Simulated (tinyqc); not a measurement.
UHF in the sto-6g basis, for H4, spin multiplicity 1, step by step (part 1 of 2). Computed by tinyqc, a small Python program that keeps every step (integrals from PySCF). Settings: charge = 0, multiplicity = 1, basis = sto-6g, energy threshold = 1e-09, iteration cap = 66, orthogonalisation = canonical, start = core, DIIS depth = 3, method = UHF, break = 0.4. Command: `OMP_NUM_THREADS=1 python tinyqc.py 28163 28164 out.jsonl` (the two numbers bound the seeds that draw the settings). One thread of a shared host (Intel(R) Xeon(R) Processor @ 2.60GHz), about 0.1 s of CPU time with the checks. Later iterations appear only in the table of the cycle.

## One-electron integrals

Geometry (angstrom):
```
atom         x         y         z
H     0.000000  0.000000  0.000000
H     0.000000  0.000000  1.618000
H     0.000000  2.166000  0.000000
H     0.000000  2.166000  1.618000
```

Basis sto-6g: exponents (1/bohr^2) and contraction coefficients of normalised primitives:
```
element  l (shell)   exponent  coefficient
H            s (1)  35.523221     0.009164
H            s (1)   6.513144     0.049361
H            s (1)   1.822143     0.168538
H            s (1)   0.625955     0.370563
H            s (1)   0.243077     0.416492
H            s (1)   0.100112     0.130334
```

Overlap, kinetic and nuclear-attraction integrals over the contracted functions; the nuclear repulsion is the sum of Za Zb / Rab.

nuclear repulsion = 1.53419481 hartree

overlap S:
```
          1H 1s     2H 1s     3H 1s     4H 1s
1H 1s  1.000000  0.216236  0.091595  0.036730
2H 1s  0.216236  1.000000  0.036730  0.091595
3H 1s  0.091595  0.036730  1.000000  0.216236
4H 1s  0.036730  0.091595  0.216236  1.000000
```

kinetic energy T (hartree):
```
           1H 1s      2H 1s      3H 1s      4H 1s
1H 1s   0.768522   0.000042  -0.012110  -0.008197
2H 1s   0.000042   0.768522  -0.008197  -0.012110
3H 1s  -0.012110  -0.008197   0.768522   0.000042
4H 1s  -0.008197  -0.012110   0.000042   0.768522
```

nuclear attraction V (hartree):
```
           1H 1s      2H 1s      3H 1s      4H 1s
1H 1s  -2.005799  -0.366329  -0.143491  -0.058397
2H 1s  -0.366329  -2.005799  -0.058397  -0.143491
3H 1s  -0.143491  -0.058397  -2.005799  -0.366329
4H 1s  -0.058397  -0.143491  -0.366329  -2.005799
```

core Hamiltonian H = T + V (hartree):
```
           1H 1s      2H 1s      3H 1s      4H 1s
1H 1s  -1.237277  -0.366287  -0.155601  -0.066594
2H 1s  -0.366287  -1.237277  -0.066594  -0.155601
3H 1s  -0.155601  -0.066594  -1.237277  -0.366287
4H 1s  -0.066594  -0.155601  -0.366287  -1.237277
```

## Two-electron integrals

Functions are numbered as in S; the eight-fold symmetry (ij|kl) = (ji|kl) = (kl|ij) leaves the list below.

Two-electron integrals (ij|kl) in chemists' order, unique and non-zero (hartree):
```
(11|11) 0.774999   (21|11) 0.111888   (21|21) 0.025806   (22|11) 0.322714
(22|21) 0.111888   (22|22) 0.774999   (31|11) 0.040757   (31|21) 0.007126
(31|22) 0.024493   (31|31) 0.004119   (32|11) 0.012615   (32|21) 0.003084
(32|22) 0.014321   (32|31) 0.001360   (32|32) 0.000598   (33|11) 0.243843
(33|21) 0.048999   (33|22) 0.195680   (33|31) 0.040757   (33|32) 0.014321
(33|33) 0.774999   (41|11) 0.014321   (41|21) 0.003084   (41|22) 0.012615
(41|31) 0.001360   (41|32) 0.000581   (41|33) 0.012615   (41|41) 0.000598
(42|11) 0.024493   (42|21) 0.007126   (42|22) 0.040757   (42|31) 0.002463
(42|32) 0.001360   (42|33) 0.024493   (42|41) 0.001360   (42|42) 0.004119
(43|11) 0.048999   (43|21) 0.011074   (43|22) 0.048999   (43|31) 0.007126
(43|32) 0.003084   (43|33) 0.111888   (43|41) 0.003084   (43|42) 0.007126
(43|43) 0.025806   (44|11) 0.195680   (44|21) 0.048999   (44|22) 0.243843
(44|31) 0.024493   (44|32) 0.012615   (44|33) 0.322714   (44|41) 0.014321
(44|42) 0.040757   (44|43) 0.111888   (44|44) 0.774999
```

## Orthogonalisation

S = U s U^T; canonical form X = U s^(-1/2), so that X^T S X = 1. Each column of U has its largest component positive (the first on a tie).

eigenvalues of S: 0.728899  0.838630  1.087910  1.344561

X:
```
               1          2          3         4
1H 1s   0.585647   0.545990   0.479373  0.431201
2H 1s  -0.585647  -0.545990   0.479373  0.431201
3H 1s  -0.585647   0.545990  -0.479373  0.431201
4H 1s   0.585647  -0.545990  -0.479373  0.431201
```

## Starting guess

The start is the orbitals of the core Hamiltonian, with HOMO and LUMO mixed by +/-0.4 rad for the two spins; D(s) = C_occ C_occ^T for each spin.

D(alpha) at the start:
```
           1H 1s     2H 1s     3H 1s      4H 1s
1H 1s   0.613847  0.335678  0.036191  -0.241978
2H 1s   0.335678  0.238335  0.133533   0.036191
3H 1s   0.036191  0.133533  0.238335   0.335678
4H 1s  -0.241978  0.036191  0.335678   0.613847
```

D(beta) at the start:
```
          1H 1s      2H 1s      3H 1s     4H 1s
1H 1s  0.238335   0.335678   0.036191  0.133533
2H 1s  0.335678   0.613847  -0.241978  0.036191
3H 1s  0.036191  -0.241978   0.613847  0.335678
4H 1s  0.133533   0.036191   0.335678  0.238335
```

## Iteration 1: building the Fock matrix

J_ij = sum D_kl (ij|kl) with D = D(alpha) + D(beta), K_ij = sum D_kl (ik|jl) for each spin; F = H + J - K(s); E = tr D H + tr D J / 2 - 0.5 sum_s tr D(s) K(s) + E_nn.

Coulomb J (hartree):
```
          1H 1s     2H 1s     3H 1s     4H 1s
1H 1s  1.529633  0.324455  0.130709  0.054327
2H 1s  0.324455  1.529633  0.054327  0.130709
3H 1s  0.130709  0.054327  1.529633  0.324455
4H 1s  0.054327  0.130709  0.324455  1.529633
```

exchange K(alpha) (hartree):
```
           1H 1s     2H 1s     3H 1s      4H 1s
1H 1s   0.557406  0.212959  0.054548  -0.002550
2H 1s   0.212959  0.282801  0.060668   0.054548
3H 1s   0.054548  0.060668  0.282801   0.212959
4H 1s  -0.002550  0.054548  0.212959   0.557406
```

exchange K(beta) (hartree):
```
          1H 1s      2H 1s      3H 1s     4H 1s
1H 1s  0.282801   0.212959   0.054548  0.060668
2H 1s  0.212959   0.557406  -0.002550  0.054548
3H 1s  0.054548  -0.002550   0.557406  0.212959
4H 1s  0.060668   0.054548   0.212959  0.282801
```

F(alpha) (hartree):
```
           1H 1s      2H 1s      3H 1s      4H 1s
1H 1s  -0.265049  -0.254790  -0.079440  -0.009717
2H 1s  -0.254790   0.009556  -0.072934  -0.079440
3H 1s  -0.079440  -0.072934   0.009556  -0.254790
4H 1s  -0.009717  -0.079440  -0.254790  -0.265049
```

F(beta) (hartree):
```
           1H 1s      2H 1s      3H 1s      4H 1s
1H 1s   0.009556  -0.254790  -0.079440  -0.072934
2H 1s  -0.254790  -0.265049  -0.009717  -0.079440
3H 1s  -0.079440  -0.009717  -0.265049  -0.254790
4H 1s  -0.072934  -0.079440  -0.254790   0.009556
```

total energy of this density = -1.76370383 hartree

## Iteration 1: diagonalisation and new density

Diagonalise F' = X^T F X, C = X C', fill 2 alpha and 2 beta electrons from the bottom; D(s) = C_occ C_occ^T. Each column has its largest component positive (the first on a tie).

F' = X^T F X (alpha) (hartree):
```
           1          2          3          4
1   0.226586   0.000000   0.000000  -0.106764
2   0.000000   0.106041  -0.176839   0.000000
3   0.000000  -0.176839  -0.240618   0.000000
4  -0.106764   0.000000   0.000000  -0.374324
```

orbital energies (alpha) (hartree): MO1 -0.392729, MO2 -0.314907, MO3 0.180330, MO4 0.244991

coefficients C (alpha):
```
            MO1        MO2        MO3        MO4
1H 1s  0.524425   0.653424  -0.317711  -0.503880
2H 1s  0.325441   0.230492   0.689041   0.650389
3H 1s  0.325441  -0.230492  -0.689041   0.650389
4H 1s  0.524425  -0.653424   0.317711  -0.503880
```

F' = X^T F X (beta) (hartree):
```
          1         2          3          4
1  0.226586  0.000000   0.000000   0.106764
2  0.000000  0.106041   0.176839   0.000000
3  0.000000  0.176839  -0.240618   0.000000
4  0.106764  0.000000   0.000000  -0.374324
```

orbital energies (beta) (hartree): MO1 -0.392729, MO2 -0.314907, MO3 0.180330, MO4 0.244991

coefficients C (beta):
```
            MO1        MO2        MO3        MO4
1H 1s  0.325441   0.230492   0.689041   0.650389
2H 1s  0.524425   0.653424  -0.317711  -0.503880
3H 1s  0.524425  -0.653424   0.317711  -0.503880
4H 1s  0.325441  -0.230492  -0.689041   0.650389
```

D(alpha) after iteration 1:
```
           1H 1s     2H 1s     3H 1s      4H 1s
1H 1s   0.701985  0.321278  0.020061  -0.151942
2H 1s   0.321278  0.159038  0.052785   0.020061
3H 1s   0.020061  0.052785  0.159038   0.321278
4H 1s  -0.151942  0.020061  0.321278   0.701985
```

D(beta) after iteration 1:
```
          1H 1s      2H 1s      3H 1s     4H 1s
1H 1s  0.159038   0.321278   0.020061  0.052785
2H 1s  0.321278   0.701985  -0.151942  0.020061
3H 1s  0.020061  -0.151942   0.701985  0.321278
4H 1s  0.052785   0.020061   0.321278  0.159038
```

## Iteration 2: building the Fock matrix

As before.

Coulomb J (hartree):
```
          1H 1s     2H 1s     3H 1s     4H 1s
1H 1s  1.530248  0.324371  0.130668  0.054294
2H 1s  0.324371  1.530248  0.054294  0.130668
3H 1s  0.130668  0.054294  1.530248  0.324371
4H 1s  0.054294  0.130668  0.324371  1.530248
```

exchange K(alpha) (hartree):
```
          1H 1s     2H 1s     3H 1s     4H 1s
1H 1s  0.620145  0.208517  0.050647  0.013004
2H 1s  0.208517  0.218230  0.042604  0.050647
3H 1s  0.050647  0.042604  0.218230  0.208517
4H 1s  0.013004  0.050647  0.208517  0.620145
```

exchange K(beta) (hartree):
```
          1H 1s     2H 1s     3H 1s     4H 1s
1H 1s  0.218230  0.208517  0.050647  0.042604
2H 1s  0.208517  0.620145  0.013004  0.050647
3H 1s  0.050647  0.013004  0.620145  0.208517
4H 1s  0.042604  0.050647  0.208517  0.218230
```

F(alpha) (hartree):
```
           1H 1s      2H 1s      3H 1s      4H 1s
1H 1s  -0.327173  -0.250433  -0.075581  -0.025304
2H 1s  -0.250433   0.074741  -0.054903  -0.075581
3H 1s  -0.075581  -0.054903   0.074741  -0.250433
4H 1s  -0.025304  -0.075581  -0.250433  -0.327173
```

F(beta) (hartree):
```
           1H 1s      2H 1s      3H 1s      4H 1s
1H 1s   0.074741  -0.250433  -0.075581  -0.054903
2H 1s  -0.250433  -0.327173  -0.025304  -0.075581
3H 1s  -0.075581  -0.025304  -0.327173  -0.250433
4H 1s  -0.054903  -0.075581  -0.250433   0.074741
```

total energy of this density = -1.82802709 hartree

## Iteration 2: DIIS over 2 matrices

error matrix X^T (FDS - SDF) X (alpha):
```
          1         2          3          4
1  0.000000  0.000000   0.000000  -0.079209
2  0.000000  0.000000  -0.034675   0.000000
3  0.000000  0.034675   0.000000   0.000000
4  0.079209  0.000000   0.000000   0.000000
```

B (overlaps of the stored error matrices):
```
               1              2
1  4.5599244e-02  3.3669119e-02
2  3.3669119e-02  2.9905502e-02
```

Minimise |sum c_i e_i|^2 with sum c_i = 1: solve [B -1; -1 0][c; lambda] = [0; -1] with B_ij = tr e_i^T e_j summed over both spins, and take F = sum c_i F_i.

DIIS coefficients: -0.460860  1.460860

extrapolated F(alpha) (hartree):
```
           1H 1s      2H 1s      3H 1s      4H 1s
1H 1s  -0.355804  -0.248424  -0.073802  -0.032487
2H 1s  -0.248424   0.104782  -0.046593  -0.073802
3H 1s  -0.073802  -0.046593   0.104782  -0.248424
4H 1s  -0.032487  -0.073802  -0.248424  -0.355804
```

extrapolated F(beta) (hartree):
```
           1H 1s      2H 1s      3H 1s      4H 1s
1H 1s   0.104782  -0.248424  -0.073802  -0.046593
2H 1s  -0.248424  -0.355804  -0.032487  -0.073802
3H 1s  -0.073802  -0.032487  -0.355804  -0.248424
4H 1s  -0.046593  -0.073802  -0.248424   0.104782
```

## Iteration 2: diagonalisation and new density

As before.

F' = X^T F X (alpha) (hartree):
```
           1          2          3          4
1   0.215634   0.000000   0.000000  -0.225501
2   0.000000   0.105710  -0.248485   0.000000
3   0.000000  -0.248485  -0.239536   0.000000
4  -0.225501   0.000000   0.000000  -0.362406
```

orbital energies (alpha) (hartree): MO1 -0.439970, MO2 -0.369474, MO3 0.235649, MO4 0.293197

coefficients C (alpha):
```
            MO1        MO2        MO3        MO4
1H 1s  0.598241   0.677805  -0.261695  -0.413552
2H 1s  0.217269   0.171791   0.705968   0.694054
3H 1s  0.217269  -0.171791  -0.705968   0.694054
4H 1s  0.598241  -0.677805   0.261695  -0.413552
```

F' = X^T F X (beta) (hartree):
```
          1         2          3          4
1  0.215634  0.000000   0.000000   0.225501
2  0.000000  0.105710   0.248485   0.000000
3  0.000000  0.248485  -0.239536   0.000000
4  0.225501  0.000000   0.000000  -0.362406
```

orbital energies (beta) (hartree): MO1 -0.439970, MO2 -0.369474, MO3 0.235649, MO4 0.293197

coefficients C (beta):
```
            MO1        MO2        MO3        MO4
1H 1s  0.217269   0.171791   0.705968   0.694054
2H 1s  0.598241   0.677805  -0.261695  -0.413552
3H 1s  0.598241  -0.677805   0.261695  -0.413552
4H 1s  0.217269  -0.171791  -0.705968   0.694054
```

D(alpha) after iteration 2:
```
           1H 1s     2H 1s     3H 1s      4H 1s
1H 1s   0.817312  0.246420  0.013538  -0.101528
2H 1s   0.246420  0.076718  0.017693   0.013538
3H 1s   0.013538  0.017693  0.076718   0.246420
4H 1s  -0.101528  0.013538  0.246420   0.817312
```

D(beta) after iteration 2:
```
          1H 1s      2H 1s      3H 1s     4H 1s
1H 1s  0.076718   0.246420   0.013538  0.017693
2H 1s  0.246420   0.817312  -0.101528  0.013538
3H 1s  0.013538  -0.101528   0.817312  0.246420
4H 1s  0.017693   0.013538   0.246420  0.076718
```

## Iteration 3: building the Fock matrix

As before.

Coulomb J (hartree):
```
          1H 1s     2H 1s     3H 1s     4H 1s
1H 1s  1.531934  0.323766  0.130619  0.054191
2H 1s  0.323766  1.531934  0.054191  0.130619
3H 1s  0.130619  0.054191  1.531934  0.323766
4H 1s  0.054191  0.130619  0.323766  1.531934
```

exchange K(alpha) (hartree):
```
          1H 1s     2H 1s     3H 1s     4H 1s
1H 1s  0.690545  0.186102  0.048216  0.019769
2H 1s  0.186102  0.140020  0.030899  0.048216
3H 1s  0.048216  0.030899  0.140020  0.186102
4H 1s  0.019769  0.048216  0.186102  0.690545
```

exchange K(beta) (hartree):
```
          1H 1s     2H 1s     3H 1s     4H 1s
1H 1s  0.140020  0.186102  0.048216  0.030899
2H 1s  0.186102  0.690545  0.019769  0.048216
3H 1s  0.048216  0.019769  0.690545  0.186102
4H 1s  0.030899  0.048216  0.186102  0.140020
```

F(alpha) (hartree):
```
           1H 1s      2H 1s      3H 1s      4H 1s
1H 1s  -0.395887  -0.228623  -0.073199  -0.032171
2H 1s  -0.228623   0.154637  -0.043301  -0.073199
3H 1s  -0.073199  -0.043301   0.154637  -0.228623
4H 1s  -0.032171  -0.073199  -0.228623  -0.395887
```

F(beta) (hartree):
```
           1H 1s      2H 1s      3H 1s      4H 1s
1H 1s   0.154637  -0.228623  -0.073199  -0.043301
2H 1s  -0.228623  -0.395887  -0.032171  -0.073199
3H 1s  -0.073199  -0.032171  -0.395887  -0.228623
4H 1s  -0.043301  -0.073199  -0.228623   0.154637
```

total energy of this density = -1.88414371 hartree

## Iteration 3: DIIS over 3 matrices

error matrix X^T (FDS - SDF) X (alpha):
```
          1         2          3          4
1  0.000000  0.000000   0.000000  -0.048983
2  0.000000  0.000000  -0.042273   0.000000
3  0.000000  0.042273   0.000000   0.000000
4  0.048983  0.000000   0.000000   0.000000
```

B (overlaps of the stored error matrices):
```
               1              2              3
1  4.5599244e-02  3.3669119e-02  2.0726706e-02
2  3.3669119e-02  2.9905502e-02  2.1382779e-02
3  2.0726706e-02  2.1382779e-02  1.6745233e-02
```

As before.

DIIS coefficients: 1.889801  -5.233247  4.343446

extrapolated F(alpha) (hartree):
```
           1H 1s      2H 1s      3H 1s      4H 1s
1H 1s  -0.508225  -0.163941  -0.072529  -0.025676
2H 1s  -0.163941   0.298579  -0.038587  -0.072529
3H 1s  -0.072529  -0.038587   0.298579  -0.163941
4H 1s  -0.025676  -0.072529  -0.163941  -0.508225
```

extrapolated F(beta) (hartree):
```
           1H 1s      2H 1s      3H 1s      4H 1s
1H 1s   0.298579  -0.163941  -0.072529  -0.038587
2H 1s  -0.163941  -0.508225  -0.025676  -0.072529
3H 1s  -0.072529  -0.025676  -0.508225  -0.163941
4H 1s  -0.038587  -0.072529  -0.163941   0.298579
```

## Iteration 3: diagonalisation and new density

As before.

F' = X^T F X (alpha) (hartree):
```
           1          2          3          4
1   0.136528   0.000000   0.000000  -0.400966
2   0.000000   0.022322  -0.429093   0.000000
3   0.000000  -0.429093  -0.150842   0.000000
4  -0.400966   0.000000   0.000000  -0.277730
```

orbital energies (alpha) (hartree): MO1 -0.521906, MO2 -0.502000, MO3 0.373481, MO4 0.380704

coefficients C (alpha):
```
            MO1        MO2        MO3        MO4
1H 1s  0.672892   0.716770  -0.118933  -0.275923
2H 1s  0.063681   0.025189   0.726133   0.724474
3H 1s  0.063681  -0.025189  -0.726133   0.724474
4H 1s  0.672892  -0.716770   0.118933  -0.275923
```

F' = X^T F X (beta) (hartree):
```
          1         2          3          4
1  0.136528  0.000000   0.000000   0.400966
2  0.000000  0.022322   0.429093   0.000000
3  0.000000  0.429093  -0.150842   0.000000
4  0.400966  0.000000   0.000000  -0.277730
```

orbital energies (beta) (hartree): MO1 -0.521906, MO2 -0.502000, MO3 0.373481, MO4 0.380704

coefficients C (beta):
```
            MO1        MO2        MO3        MO4
1H 1s  0.063681   0.025189   0.726133   0.724474
2H 1s  0.672892   0.716770  -0.118933  -0.275923
3H 1s  0.672892  -0.716770   0.118933  -0.275923
4H 1s  0.063681  -0.025189  -0.726133   0.724474
```

D(alpha) after iteration 3:
```
           1H 1s     2H 1s     3H 1s      4H 1s
1H 1s   0.966542  0.060905  0.024796  -0.060975
2H 1s   0.060905  0.004690  0.003421   0.024796
3H 1s   0.024796  0.003421  0.004690   0.060905
4H 1s  -0.060975  0.024796  0.060905   0.966542
```

D(beta) after iteration 3:
```
          1H 1s      2H 1s      3H 1s     4H 1s
1H 1s  0.004690   0.060905   0.024796  0.003421
2H 1s  0.060905   0.966542  -0.060975  0.024796
3H 1s  0.024796  -0.060975   0.966542  0.060905
4H 1s  0.003421   0.024796   0.060905  0.004690
```

## Iteration 4: building the Fock matrix

As before.

Coulomb J (hartree):
```
          1H 1s     2H 1s     3H 1s     4H 1s
1H 1s  1.535578  0.322206  0.130558  0.053958
2H 1s  0.322206  1.535578  0.053958  0.130558
3H 1s  0.130558  0.053958  1.535578  0.322206
4H 1s  0.053958  0.130558  0.322206  1.535578
```

exchange K(alpha) (hartree):
```
          1H 1s     2H 1s     3H 1s     4H 1s
1H 1s  0.764059  0.130794  0.048523  0.021685
2H 1s  0.130794  0.047759  0.019612  0.048523
3H 1s  0.048523  0.019612  0.047759  0.130794
4H 1s  0.021685  0.048523  0.130794  0.764059
```

exchange K(beta) (hartree):
```
          1H 1s     2H 1s     3H 1s     4H 1s
1H 1s  0.047759  0.130794  0.048523  0.019612
2H 1s  0.130794  0.764059  0.021685  0.048523
3H 1s  0.048523  0.021685  0.764059  0.130794
4H 1s  0.019612  0.048523  0.130794  0.047759
```

F(alpha) (hartree):
```
           1H 1s      2H 1s      3H 1s      4H 1s
1H 1s  -0.465757  -0.174875  -0.073567  -0.034320
2H 1s  -0.174875   0.250543  -0.032247  -0.073567
3H 1s  -0.073567  -0.032247   0.250543  -0.174875
4H 1s  -0.034320  -0.073567  -0.174875  -0.465757
```

F(beta) (hartree):
```
           1H 1s      2H 1s      3H 1s      4H 1s
1H 1s   0.250543  -0.174875  -0.073567  -0.032247
2H 1s  -0.174875  -0.465757  -0.034320  -0.073567
3H 1s  -0.073567  -0.034320  -0.465757  -0.174875
4H 1s  -0.032247  -0.073567  -0.174875   0.250543
```

total energy of this density = -1.91010498 hartree

## Iteration 4: DIIS over 3 matrices

error matrix X^T (FDS - SDF) X (alpha):
```
           1          2         3         4
1   0.000000   0.000000  0.000000  0.027659
2   0.000000   0.000000  0.020946  0.000000
3   0.000000  -0.020946  0.000000  0.000000
4  -0.027659   0.000000  0.000000  0.000000
```

B (overlaps of the stored error matrices):
```
                1               2               3
1   2.9905502e-02   2.1382779e-02  -1.1668475e-02
2   2.1382779e-02   1.6745233e-02  -8.9610154e-03
3  -1.1668475e-02  -8.9610154e-03   4.8149742e-03
```

As before.

DIIS coefficients: 0.057436  0.280795  0.661769

extrapolated F(alpha) (hartree):
```
           1H 1s      2H 1s      3H 1s      4H 1s
1H 1s  -0.438178  -0.194307  -0.073579  -0.033199
2H 1s  -0.194307   0.213516  -0.036652  -0.073579
3H 1s  -0.073579  -0.036652   0.213516  -0.194307
4H 1s  -0.033199  -0.073579  -0.194307  -0.438178
```

extrapolated F(beta) (hartree):
```
           1H 1s      2H 1s      3H 1s      4H 1s
1H 1s   0.213516  -0.194307  -0.073579  -0.036652
2H 1s  -0.194307  -0.438178  -0.033199  -0.073579
3H 1s  -0.073579  -0.033199  -0.438178  -0.194307
4H 1s  -0.036652  -0.073579  -0.194307   0.213516
```
